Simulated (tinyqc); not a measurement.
p-type polysilicon, carrier trapping at grain boundaries: one step of the calculation.

One-dimensional grains of size Lg, uniform ionised doping N, monovalent traps Qt at each boundary at a depth Et below (for electrons) or above (for holes) the band edge there, abrupt depletion of width W on each side of a boundary, Boltzmann statistics. xi is the distance from the band edge at the grain centre to the Fermi level. Trapped charge Qt/(1 + exp((xi + VB - Et)/Vt)) = 2 N W, barrier VB = q N W^2/(2 eps0 eps_r).

Problem. Resistivity and effective mobility. n0 = NB exp(-xi/Vt); mean density n0 (1 - 2 W/Lg) by charge balance in a partly depleted grain, and n0 (sqrt(pi)/2) erf(u)/u with u = sqrt(VB/Vt) in a fully depleted one; v = sqrt(kB T/(2 pi ms m0)); barrier resistivity Vt exp(VB/Vt)/(q fe n0 v Lg); grain resistivity (1 - 2 W/Lg)/(q n0 mug); effective mobility 1/(q mean density total resistivity).

Values chosen for this exercise; values of the order met in polycrystalline silicon:
```
symbol,value,unit,meaning
T,400,K,temperature
NB,4.08e19,cm^-3,valence-band density of states at T
Lg,72,nm,grain size
ms,0.47,m0,mass for thermionic emission
fe,0.12,,correction factor of the emission rate
mug,43,cm^2/(V s),mobility inside the grains
```

Constants: q = 1.602176634e-19 C, kB = 1.380649e-23 J/K, m0 = 9.1093837015e-31 kg, Vt = kB T/q. Results are converted to the units shown.

W = 36 nm
xi = 0.31698765 V
VB = 0.043094244 V

Find: n0; mean density; v; barrier resistivity; grain resistivity; resistivity; effective mobility.

Solution.

n0 = 4.138e15 cm^-3
mean density = 2.906e15 cm^-3
v = 4.531e6 cm/s
barrier resistivity = 46.37 ohm cm
grain resistivity = 0.000 ohm cm
resistivity = 46.37 ohm cm
effective mobility = 46.32 cm^2/(V s)

The resistivity is 13.7 times that of a single crystal with the same N and mobility mug, and the mean density is 6.76 % of N. The effective mobility exceeds mug only because drift through the depleted grain is left out.

Computed by the program tinyqc: `OMP_NUM_THREADS=1 python tinyqc.py 2830077 2830078 out.jsonl`, one thread of a shared Intel Xeon 2.30GHz, about 0.01 s for the whole run.
